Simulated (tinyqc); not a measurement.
What moves the results: static screening by free carriers. A value that a table varies takes the place of the one given here.

kF = (3 pi^2 n/Mv)^(1/3), EF = c kF^2/m with c = hbar^2/2m0, n in 1/angstrom^3 (1e-24 per 1/cm^3), e2 = e^2/(4 pi eps0). Thomas-Fermi: qTF^2 = 6 pi e2 n/(eps EF). Debye: qD^2 = 4 pi e2 n/(eps kB T).

F_j(eta) = (1/Gamma(j + 1)) integral_0^infinity x^j dx/(1 + exp(x - eta)), which tends to exp(eta) for eta << 0.

At finite T: qs^2 = qD^2 F_-1/2(eta)/F_1/2(eta), where n = Mv N F_1/2(eta) and N = 2 (m kB T/(4 pi c))^(3/2) with c = hbar^2/2m0, in 1/angstrom^3; times 1e24 for 1/cm^3.

Donor in the screened potential -(e2/eps) exp(-qs r)/r with the trial function exp(-r/a): E(a) = c/(m a^2) - (e2/eps) 4/(a (2 + qs a)^2), e2 = e^2/(4 pi eps0), c = hbar^2/2m0; isotropic mass.

Lindhard at zero temperature: eps(q)/eps = 1 + (qTF/q)^2 L(x), x = q/(2 kF), L(x) = 1/2 + ((1 - x^2)/(4x)) ln|(1 + x)/(1 - x)|.

Constants: hbar^2/2m0 = 3.80998211 eV angstrom^2; e^2/(4 pi eps0) = 14.39964547 eV angstrom; kB = 8.617333262e-05 eV/K; a0 (Bohr radius) = 0.5291772105 angstrom.

Values chosen for the exercise (near those of InAs; the results hold for these values, not for the real material):
```
symbol  value    unit    meaning
m       0.0245   m0      mass of one isotropic valley
Mv      1                valleys
eps     14.9             background dielectric constant
T       200      K
n       6.3e+16  1/cm^3  carrier density
```

## Screening unbinds the donor

All carriers n are taken as free and screen with qs(T); E(a) is minimised over a; a dash marks no bound state. aB = a0 eps/m.

Donor level:
```
n (1/cm^3)  n^(1/3) aB  qs aB  E (meV)   a/aB
2.0e+11          0.019  0.004    -1.49  1.000
2.0e+12          0.041  0.012    -1.47  1.000
1.0e+13          0.069  0.027    -1.42  1.001
3.0e+13          0.100  0.047    -1.37  1.002
8.0e+13          0.139  0.076    -1.28  1.004
2.0e+14          0.188  0.121    -1.17  1.010
5.0e+14          0.255  0.191    -1.00  1.023
1.0e+15          0.322  0.269    -0.83  1.044
```

aB = 321.8 angstrom

The level rises from -1.49 meV at the lowest density to -0.83 meV at 1e+15 1/cm^3, against -1.50 meV unscreened. It stays bound over this range. This trial function loses binding at qs aB = 1 and the exact Yukawa problem at 1.19; the Mott rule of thumb is n^(1/3) aB = 0.26 (rows below ni, about 8e+12 1/cm^3 for this gap, are formal: thermal pairs then set the screening), which the last bound row of this table passes: the rule belongs to low temperature, and thermal carriers screen more weakly.

## From Debye to Thomas-Fermi

Screening lengths (angstrom):
```
n (1/cm^3)    eta  Debye  Thomas-Fermi  finite T
2.0e+14     -5.57   2664         373.8      2666
1.0e+15     -3.95   1191         285.8      1195
5.0e+15     -2.32  532.8         218.6     541.6
2.0e+16     -0.83  266.4         173.5     283.6
8.0e+16      0.95  133.2         137.7     164.1
3.0e+17      3.63  68.78         110.5     114.4
1.0e+18      8.54  37.67         90.39     90.92
3.0e+18     17.92  21.75         75.27     75.36
```

Debye is within 5 % of the finite-T length up to 5e+15 1/cm^3 of the densities listed and Thomas-Fermi from 3e+17 on. The length goes as n^-0.50 at the low end and n^-0.17 at the high end, against the limits -1/2 and -1/6. Both limits give too short a length.

## Static response in three, two and one dimensions

kF = 0.0123099 1/angstrom
qTF = 0.00697865 1/angstrom

x = q/(2 kF). Response over its long-wave value: L3 as above; L2 = 1 for x <= 1 and 1 - sqrt(1 - 1/x^2) beyond; L1 = ln|(1 + x)/(1 - x)|/(2x).

Response:
```
x         L3     L2     L1  eps(q)/eps, Lindhard 3D  Thomas-Fermi
0.101  0.997  1.000  1.003                    8.850         8.876
0.302  0.969  1.000  1.032                    1.854         1.881
0.504  0.910  1.000  1.101                    1.288         1.316
0.705  0.813  1.000  1.244                    1.131         1.162
0.907  0.648  1.000  1.665                    1.063         1.098
0.987  0.533  1.000  2.548                    1.044         1.082
1.028  0.441  0.768  2.083                    1.034         1.076
1.108  0.347  0.569  1.341                    1.023         1.065
1.310  0.226  0.354  0.767                    1.011         1.047
1.612  0.140  0.216  0.450                    1.004         1.031
2.216  0.071  0.108  0.219                    1.001         1.016
```

Next to x = 1 the table has L3 = 0.533 and 0.441, L2 = 1.000 and 0.768, L1 = 2.548 and 2.083: an infinite slope in 3D, a kink in 2D and a logarithmic peak in 1D, where the whole Fermi surface is joined by 2 kF. These features give Friedel oscillations of period pi/kF = 255 angstrom at zero temperature; they wash out once kT nears EF, so this table, for T = 0, describes the gas only where EF is well above kT. Thomas-Fermi overstates eps(q) by 2.2 % at x = 0.504 and by 2.6 % at x = 1.612.

## What sets the screening length

All results formed anew. Each row changes one parameter from the base and keeps the others.

Results:
```
case                 Debye (angstrom)  Thomas-Fermi (angstrom)  finite T (angstrom)
base                            150.1                    143.3                178.3
n = 1.26e+17 1/cm^3             106.1                    127.7                142.3
m = 0.0319 m0                   150.1                    125.6                169.8
eps = 17.88                     164.4                    157.0                195.3
T = 260 K                       171.1                    143.3                193.7
Mv = 2                          150.1                    113.7                165.0
```

The largest shifts from the base row, up to three for each result and ties (the steps differ in size, so this ranks the rows, not the parameters). Debye (angstrom): n -44.0, T +21.0, eps +14.3; unchanged at the printed digits by m and Mv. Thomas-Fermi (angstrom): Mv -29.6, m -17.7, n -15.6; unchanged at the printed digits by T. finite T (angstrom): n -36.0, eps +17.0, T +15.3.

tinyqc: `OMP_NUM_THREADS=1 python tinyqc.py 1650268 1650269 out.jsonl`; about 0.01 s, one thread, shared Intel(R) Xeon(R) Processor @ 2.30GHz.
